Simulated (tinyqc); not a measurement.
Inside a calculation. Model: Schottky diode by the thermionic emission-diffusion theory.

Computed by the program tinyqc: `OMP_NUM_THREADS=1 python tinyqc.py 2640012 2640013 out.jsonl`, one thread of a shared Intel Xeon 2.30GHz, about 0.01 s for the whole run. Printed values are rounded.

Metal on an n-type semiconductor with one parabolic valley; V > 0 is forward bias (metal positive). The band bends as a parabola over the depletion layer, by Vd = Vbi - V; no image force. Carriers drift and diffuse up to the interface and leave it with the velocity vR.

Values chosen for this exercise; band and dielectric values close to those of silicon:
- T = 350 K (temperature)
- me = 0.257 m0 (electron mass)
- eps_r = 11.5 (relative permittivity)
- mun = 1400 cm^2/(V s) (electron mobility)
- phi = 0.78 eV (barrier height seen from the metal)
- Nd = 1.1e15 cm^-3 (donor density)
- V = 0.086 V (bias)

Constants: q = 1.602176634e-19 C, kB = 1.380649e-23 J/K, h = 6.62607015e-34 J s, m0 = 9.1093837015e-31 kg, Vt = kB T/q, eps0 = 8.8541878128e-14 F/cm where lengths are in cm. Results are converted to the units shown.

Range of the model: One isotropic valley is assumed; bands with several valleys have a larger Richardson constant and Nc.

## Emission velocity

A* = 4 pi q me m0 kB^2/h^3 (times 1e-4 for A/(cm^2 K^2)); Nc = 2 (2 pi me m0 kB T/h^2)^1.5 (times 1e-6 for cm^-3); Vbi = phi - Vt ln(Nc/Nd); vR = A* T^2/(q Nc).

A* = 30.88452 A/(cm^2 K^2)
Nc = 4.119949e18 cm^-3
Vbi = 0.5318294 V
vR = 5.731584e6 cm/s

vR equals sqrt(kB T/(2 pi me m0)).

## Diffusion velocity

LD = sqrt(eps0 eps_r Vt/(q Nd)), a = sqrt((Vbi - V)/Vt), D(a) = exp(-a^2) int_0^a exp(s^2) ds (Dawson), vD = mun Vt/(sqrt(2) LD D(a)). For large a, vD tends to mun times the surface field sqrt(2 q Nd (Vbi - V)/(eps0 eps_r)).

LD = 132.0056 nm
a = 3.844713
D(a) = 0.1349970
vD = 1.675474e7 cm/s
mun times the surface field = 1.739225e7 cm/s

vD is 3.7 % below the large-a form.

## Current density

J = q Nc [vR vD/(vR + vD)] exp(-phi/Vt) [exp(V/Vt) - 1]. The quasi-Fermi level drops by Vt ln[(vR + vD)/(vD + vR exp(-V/Vt))] over the layer.

effective velocity = 4.270649e6 cm/s
J = 2.698335e-4 A/cm^2
J over the pure emission value = 0.7451079
drop of the quasi-Fermi level over the layer = 8.283888 meV

Emission and diffusion both limit the current.
